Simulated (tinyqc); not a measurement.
Inside a calculation. Method: Hubbard chain of 6 sites. Computed by tinyqc, a small Python program that keeps every step. Settings: hopping = 0.91, U = 1.4, mixing = 1, iteration cap = 57. Command: `OMP_NUM_THREADS=1 python tinyqc.py 23505 23506 out.jsonl` (the two numbers bound the seeds that draw the settings). One thread of a shared host (Intel(R) Xeon(R) Processor @ 2.60GHz), about 0.2 s of CPU time with the checks. Later iterations appear only in the table of the cycle.

## Mean-field iteration 1

one-body matrix (hopping and site energies) (eV):
```
           1          2          3          4          5          6
1   0.000000  -0.910000   0.000000   0.000000   0.000000   0.000000
2  -0.910000   0.000000  -0.910000   0.000000   0.000000   0.000000
3   0.000000  -0.910000   0.000000  -0.910000   0.000000   0.000000
4   0.000000   0.000000  -0.910000   0.000000  -0.910000   0.000000
5   0.000000   0.000000   0.000000  -0.910000   0.000000  -0.910000
6   0.000000   0.000000   0.000000   0.000000  -0.910000   0.000000
```

U = 1.400000 eV

electrons, up and down: 3  2

mixing = 1

n(up) at the start (a guess, not normalised): 1 0.800000, 2 0.200000, 3 0.800000, 4 0.200000, 5 0.800000, 6 0.200000

n(down) at the start (a guess): 1 0.033000, 2 0.633000, 3 0.033000, 4 0.633000, 5 0.033000, 6 0.633000

H(up) = T + U n(down), H(down) = T + U n(up); fill the lowest levels; n(new) = n + mixing (n(out) - n); E = tr T (rho up + rho down) + U sum n_up n_down of the output.

levels, up (eV): -1.226497  -0.743784  -0.117251  1.049651  1.676184  2.158897

levels, down (eV): -0.992697  -0.509984  0.116549  1.283451  1.909984  2.392697

energy = -4.361239 eV

n(up) after iteration 1: 1 0.769456, 2 0.323683, 3 0.711772, 4 0.288228, 5 0.676317, 6 0.230544

n(down) after iteration 1: 1 0.154465, 2 0.583811, 3 0.239301, 4 0.411407, 5 0.308615, 6 0.302401

## Mean-field iteration 2

As before.

levels, up (eV): -1.150800  -0.654258  -0.027583  0.826353  1.652375  2.153912

levels, down (eV): -0.967720  -0.473637  0.177575  1.222425  1.873637  2.367720

energy = -4.522380 eV

n(up) after iteration 2: 1 0.669874, 2 0.373164, 3 0.568824, 4 0.418089, 5 0.506711, 6 0.463338

n(down) after iteration 2: 1 0.154983, 2 0.521519, 3 0.275265, 4 0.366232, 5 0.355626, 6 0.326375

## Mean-field iteration 3

As before.

levels, up (eV): -1.150977  -0.650097  -0.014935  0.828274  1.646760  2.140974

levels, down (eV): -0.968665  -0.457799  0.312188  1.163177  1.830493  2.320605

energy = -4.563184 eV

n(up) after iteration 3: 1 0.648484, 2 0.392600, 3 0.545883, 4 0.443703, 5 0.496535, 6 0.472794

n(down) after iteration 3: 1 0.177805, 2 0.504126, 3 0.307276, 4 0.345013, 5 0.435100, 6 0.230680

## Convergence

Each step fills the lowest levels of T + U n(other spin) and sets n(new) = n + mixing (n(out) - n); stop when output and input agree to 1e-8.

Course of the cycle:
```
iteration       E (eV)  largest |n(out) - n(in)|  mean |n_up - n_down|
1          -4.36123890                  3.31e-01              0.318388
2          -4.52238025                  2.33e-01              0.216119
3          -4.56318351                  9.57e-02              0.203842
4          -4.57556230                  8.20e-02              0.195813
5          -4.57916778                  2.77e-02              0.200530
6          -4.58019202                  2.33e-02              0.203813
7          -4.58047444                  7.10e-03              0.205049
8          -4.58055165                  6.18e-03              0.205824
9          -4.58057266                  1.84e-03              0.206111
10         -4.58057839                  1.62e-03              0.206285
11         -4.58057995                  4.88e-04              0.206350
...                ...                       ...                   ...
19         -4.58058054                  2.51e-06              0.206417
20         -4.58058054                  2.23e-06              0.206417
21         -4.58058054                  6.81e-07              0.206417
22         -4.58058054                  6.08e-07              0.206417
23         -4.58058054                  1.85e-07              0.206417
24         -4.58058054                  1.66e-07              0.206417
25         -4.58058054                  5.06e-08              0.206417
26         -4.58058054                  4.55e-08              0.206417
27         -4.58058054                  1.38e-08              0.206417
28         -4.58058054                  1.25e-08              0.206417
29         -4.58058054                  3.80e-09              0.206417
```

local moments n_up - n_down: 1 0.398244, 2 -0.059626, 3 0.161382, 4 0.161382, 5 -0.059626, 6 0.398244

Converged in 29 iterations. Before convergence this energy mixes input and output and is not variational, so it may rise towards its limit.

## Exact diagonalisation (300 states)

Lowest levels of the sector, and the double occupancy of the lowest state.

lowest levels (eV): -4.769635  -4.131463  -3.937741  -3.654950  -3.641406  -3.354333

double occupancy per site = 0.116388

The mean-field solution above lies 0.1891 eV above the exact energy.

## The lowest level by Lanczos steps

From a random start vector (not printed): a_j = <q_j|H|q_j>, b_j = norm of the remainder after orthogonalising; the Ritz value is the lowest eigenvalue of the tridiagonal matrix of a and b so far.

Lanczos:
```
j    a_j (eV)  b_j (eV)  lowest Ritz value (eV)
1   -0.540193  3.208454             -0.54019322
2   -0.138352  3.012746             -3.55401183
3    1.211341  2.807343             -4.41159790
4    1.076184  2.759532             -4.65780587
5    1.777190  2.719406             -4.73232155
6    1.471311  2.893919             -4.75430809
7    1.353074  2.879364             -4.76289513
8    1.191956  2.638827             -4.76683077
9    1.260756  2.858319             -4.76837408
10   1.426944  2.994735             -4.76904823
```
